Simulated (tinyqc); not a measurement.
What moves the results: thin-film optics by transfer matrices. A value that a table varies takes the place of the one given here.

Indices N = n + i k. Snell: N0 sin(theta) = N_j sin(theta_j), with Im(N_j cos theta_j) >= 0. Admittance y_j = N_j cos theta_j for s and N_j/cos theta_j for p. Phase delta_j = 2 pi N_j cos theta_j d_j/lambda. Layer matrix [[cos delta, -i sin delta/y], [-i y sin delta, cos delta]], multiplied from the top down to M. (B, C) = M (1, y_sub); r = (y0 B - C)/(y0 B + C), R = |r|^2, T = 4 Re y0 Re y_sub/|y0 B + C|^2, absorbed in the films 1 - R - T.

Ellipsometry: rho = tan(Psi) exp(i Delta) = -conj(r_p/r_s) with the r of the admittance formula, Delta in 0 to 360 degrees, so that a bare dielectric at small angles gives Delta = 180.

Values chosen for the exercise (indices near those of resist, SiO2 on W; the results hold for these values, not for the real material): lam = 633 nm (vacuum wavelength); n0 = 1 (ambient index); n = (1.632, 1.484, 3.677) (n of resist, SiO2, substrate); k = (0, 0, 3.027) (k in the same order); d = (82.7, 358) nm (thicknesses, top first); theta = 65 degrees (angle of incidence); pol = s (polarisation).

## Swing curve: thickness of the top film

The first entry of d takes the values listed.

Stack:

| d_1 (nm) | R | T | absorbed |
|---|---|---|---|
| 82.7 | 0.6952 | 0.3048 | 0.0000 |
| 121.6 | 0.8051 | 0.1949 | 0.0000 |
| 160.4 | 0.8041 | 0.1959 | 0.0000 |
| 199.3 | 0.6904 | 0.3096 | 0.0000 |
| 238.2 | 0.2756 | 0.7244 | 0.0000 |
| 277.0 | 0.2887 | 0.7113 | 0.0000 |
| 315.9 | 0.6952 | 0.3048 | 0.0000 |
| 354.8 | 0.8051 | 0.1949 | 0.0000 |
| 393.6 | 0.8041 | 0.1959 | 0.0000 |
| 432.5 | 0.6904 | 0.3096 | 0.0000 |
| 471.4 | 0.2756 | 0.7244 | 0.0000 |
| 510.2 | 0.2888 | 0.7112 | 0.0000 |
| 549.1 | 0.6952 | 0.3048 | 0.0000 |

R swings between 0.2756 and 0.8051 on these points. The period is lambda/(2 Re(N_1 cos theta_1)) = 233.2 nm, six rows. The film does not absorb, so the swing repeats exactly. The swing ratio (max - min)/mean is 0.88.

## Angle of incidence

Both polarisations.

Stack:

| theta (degrees) | R_s | R_p | Psi | Delta |
|---|---|---|---|---|
| 0 | 0.5211 | 0.5211 | 45.00 | 180.00 |
| 15 | 0.5560 | 0.5305 | 44.33 | 178.23 |
| 30 | 0.6325 | 0.5281 | 42.42 | 176.31 |
| 45 | 0.6919 | 0.4547 | 39.03 | 184.31 |
| 55 | 0.7035 | 0.3642 | 35.74 | 204.07 |
| 60 | 0.7009 | 0.3279 | 34.37 | 220.80 |
| 65 | 0.6952 | 0.3184 | 34.09 | 241.98 |
| 70 | 0.6916 | 0.3507 | 35.45 | 265.57 |
| 75 | 0.7007 | 0.4322 | 38.15 | 289.27 |
| 80 | 0.7412 | 0.5646 | 41.11 | 312.52 |
| 85 | 0.8373 | 0.7506 | 43.43 | 336.00 |

R_s and R_p agree at normal incidence (0.5211). R_p is lowest at 65 degrees of those listed (0.3184), where R_s = 0.6952; the top face alone would stop reflecting p light at arctan(n/n0) = 58.5 degrees, while the layers and the substrate below set where the minimum falls. R_s does not rise steadily, because the phase thickness of the films changes with the angle.

## Sensitivity of the reflectance

R for both polarisations. Each row changes one parameter from the base and keeps the others.

Results:

| case | R_s | R_p | T_s |
|---|---|---|---|
| base | 0.6952 | 0.3184 | 0.3048 |
| d = (87.7, 358) nm | 0.7198 | 0.3086 | 0.2802 |
| n = (1.665, 1.484, 3.677) | 0.7222 | 0.3170 | 0.2778 |
| k = (0, 0, 3.34) | 0.7160 | 0.3502 | 0.2840 |
| lam = 638 nm | 0.6778 | 0.3235 | 0.3222 |
| theta = 70 degrees | 0.6916 | 0.3507 | 0.3084 |

The largest shifts from the base row, up to three for each result and ties (the steps differ in size, so this ranks the rows, not the parameters). R_s: n +0.0270, d +0.0246, k +0.0208. R_p: theta +0.0323, k +0.0318, d -0.0097. T_s: n -0.0270, d -0.0246, k -0.0208.

Computed by tinyqc, a small Python program: `OMP_NUM_THREADS=1 python tinyqc.py 1651208 1651209 out.jsonl` (the numbers bound the seed that draws the inputs); one thread of a shared host (Intel(R) Xeon(R) Processor @ 2.30GHz), about 0.01 s for the whole set of steps.
